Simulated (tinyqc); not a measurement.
Threshold and carrier lifetime from two turn-on delays.

Problem. With a constant carrier lifetime tau, a current step from 0 to I reaches threshold after td = tau ln(I/(I - Ith)). Find Ith and tau.

turn-on delay for steps from 0 to 1.7 and to 3.4 mA (ns): [3.2285070, 1.2116856]

Solution. The ratio of the delays holds no tau and rises steadily with Ith, so it has one root below the smaller current.

Ith = 1.10 mA
tau = 3.10 ns

Computed by the program tinyqc: `OMP_NUM_THREADS=1 python tinyqc.py 2840021 2840022 out.jsonl`, one thread of a shared Intel Xeon 2.30GHz, about 0.01 s for the whole run.
